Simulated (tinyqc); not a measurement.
## Field from the level spacing

Question. In a triangular well E_k = a_k (C F^2/mz1)^(1/3), a_1 = 2.338107, a_2 = 4.087949, C = hbar^2/(2 m0), F in eV/nm (1 MV/cm = 0.1 eV/nm). Find F, E_1, the mean distance 2 E_1/(3 F) of the lowest level and the sheet charge eps0 eps_r F/q behind such a field.

Parameters, values chosen for the exercise:
- eps_r = 9.79 (relative permittivity)
- mz1 = 0.334 m0 (mass along z of valley set A (3 valley(s)))

Constants: q = 1.602176634e-19 C, hbar = 1.054571817e-34 J s, m0 = 9.1093837015e-31 kg, eps0 = 8.8541878128e-14 F/cm where lengths are in cm, hbar^2/(2 m0) = 0.0380998212 eV nm^2. Results are converted to the units shown.

spacing of the two lowest levels = 179.15908 meV

Answer. The spacing over a_2 - a_1 is the energy scale (C F^2/mz1)^(1/3), which gives F.

F = 0.970 MV/cm
E_1 = 239 meV
mean distance = 1.65 nm
sheet charge over q = 5.25e12 cm^-2

Computed by the program tinyqc: `OMP_NUM_THREADS=1 python tinyqc.py 2160074 2160075 out.jsonl`, one thread of a shared Intel Xeon 2.30GHz, about 0.2 s for the whole run.
